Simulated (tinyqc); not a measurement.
RKS/PBE0 in the sto-3g basis, for B+, spin multiplicity 1, step by step. One step of it, computed by the program tinyqc.

Task: Iteration 2: building the Kohn-Sham matrix. J_ij = sum D_kl (ij|kl), K_ij = sum D_kl (ik|jl); F = H + J - 0.125 K + V_xc; E = tr D H + tr D J / 2 - 0.0625 tr D K + E_xc + E_nn.

D after iteration 1:
```
            1B 1s      1B 2s     1B 2px     1B 2py     1B 2pz
1B 1s    1.742043   0.092594  -0.173008   0.061077  -0.003685
1B 2s    0.092594   0.043778  -0.081402   0.024041   0.006375
1B 2px  -0.173008  -0.081402   0.197619   0.094263  -0.278113
1B 2py   0.061077   0.024041   0.094263   0.431312  -0.797470
1B 2pz  -0.003685   0.006375  -0.278113  -0.797470   1.535372
```

core Hamiltonian H = T + V (hartree):
```
             1B 1s      1B 2s     1B 2px     1B 2py     1B 2pz
1B 1s   -12.321086  -3.187330   0.000000   0.000000   0.000000
1B 2s    -3.187330  -3.412465   0.000000   0.000000   0.000000
1B 2px    0.000000   0.000000  -2.617559   0.000000   0.000000
1B 2py    0.000000   0.000000   0.000000  -2.617559   0.000000
1B 2pz    0.000000   0.000000   0.000000   0.000000  -2.617559
```

Two-electron integrals (ij|kl) in chemists' order, unique and non-zero (hartree):
```
(11|11) 2.923513   (21|11) 0.518376   (21|21) 0.109262   (22|11) 0.744229
(22|21) 0.193177   (22|22) 0.544804   (31|31) 0.020264   (32|31) 0.029996
(32|32) 0.120346   (33|11) 0.742491   (33|21) 0.193240   (33|22) 0.544682
(33|33) 0.586773   (41|41) 0.020264   (42|41) 0.029996   (42|42) 0.120346
(43|43) 0.031630   (44|11) 0.742491   (44|21) 0.193240   (44|22) 0.544682
(44|33) 0.523513   (44|44) 0.586773   (51|51) 0.020264   (52|51) 0.029996
(52|52) 0.120346   (53|53) 0.031630   (54|54) 0.031630   (55|11) 0.742491
(55|21) 0.193240   (55|22) 0.544682   (55|33) 0.523513   (55|44) 0.523513
(55|55) 0.586773
```

nuclear repulsion = 0 hartree

V_xc (hartree):
```
            1B 1s      1B 2s     1B 2px     1B 2py     1B 2pz
1B 1s   -1.368604  -0.208039   0.004167  -0.001367   0.000030
1B 2s   -0.208039  -0.291093   0.010158  -0.002591   0.000324
1B 2px   0.004167   0.010158  -0.263658  -0.003541   0.014755
1B 2py  -0.001367  -0.002591  -0.003541  -0.273528   0.040525
1B 2pz   0.000030   0.000324   0.014755   0.040525  -0.329862
```

E_xc = sum of w rho eps_xc = -2.49246941 hartree

Give: Coulomb J; exchange K; Kohn-Sham matrix F; total energy of this density.

Result:

Coulomb J (hartree):
```
          1B 1s    1B 2s   1B 2px   1B 2py   1B 2pz
1B 1s    6.8284   1.3500  -0.0119   0.0039   0.0002
1B 2s    1.3500   2.5350  -0.0300   0.0095   0.0013
1B 2px  -0.0119  -0.0300   2.4986   0.0060  -0.0176
1B 2py   0.0039   0.0095   0.0060   2.5134  -0.0504
1B 2pz   0.0002   0.0013  -0.0176  -0.0504   2.5833
```

exchange K (hartree):
```
          1B 1s    1B 2s   1B 2px   1B 2py   1B 2pz
1B 1s    5.2375   1.0554  -0.1501   0.0520  -0.0014
1B 2s    1.0554   0.5104  -0.0928   0.0296   0.0034
1B 2px  -0.1501  -0.0928   0.2243   0.0523  -0.1544
1B 2py   0.0520   0.0296   0.0523   0.3540  -0.4427
1B 2pz  -0.0014   0.0034  -0.1544  -0.4427   0.9669
```

Kohn-Sham matrix F (hartree):
```
          1B 1s    1B 2s   1B 2px   1B 2py   1B 2pz
1B 1s   -7.5159  -2.1773   0.0110  -0.0039   0.0004
1B 2s   -2.1773  -1.2324  -0.0082   0.0032   0.0012
1B 2px   0.0110  -0.0082  -0.4106  -0.0041   0.0165
1B 2py  -0.0039   0.0032  -0.0041  -0.4219   0.0454
1B 2pz   0.0004   0.0012   0.0165   0.0454  -0.4850
```

total energy of this density = -22.154022 hartree

This density is a damped mixture and is not idempotent.
